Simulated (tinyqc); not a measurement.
Resistance of a circular point contact between the ballistic and the diffusive limit: two steps of the calculation.

Two half-spaces of a free-electron metal (one valley, spin 2) meet through a circular opening of radius a in an insulating sheet.

Parameters, values chosen for the exercise:
- n = 4.2e21 cm^-3 (free-electron density)
- l = 6.3 nm (mean free path)
- a = 4.5 nm (radius of the opening)

Constants: q = 1.602176634e-19 C, hbar = 1.054571817e-34 J s. Results are converted to the units shown.

Task 1. Fermi wave number and resistivity. kF = (3 pi^2 n)^(1/3), resistivity rho = hbar kF/(n q^2 l). Maxwell: RM = rho/(2 a); Sharvin: RS = 4 rho l/(3 pi a^2); interpolation R = RS + gamma RM, gamma = (1 + 0.83 K)/(1 + 1.33 K), K = l/a.

Find: kF; rho; modes (kF a)^2/4.

Result 1.

kF = 4.9914 1/nm
rho = 77.498 uohm cm
modes (kF a)^2/4 = 126.13

Task 2. Resistances. 

rho = 77.497727 uohm cm

Give: RM; RS; gamma; R.

Result 2.

RM = 86.109 ohm
RS = 102.33 ohm
gamma = 0.75542
R = 167.38 ohm

The Sharvin term makes up 61.1 % of R; it equals (h/2q^2) over the number of modes.

Computed by the program tinyqc: `OMP_NUM_THREADS=1 python tinyqc.py 2760127 2760128 out.jsonl`, one thread of a shared Intel Xeon 2.30GHz, about 0.01 s for the whole run.
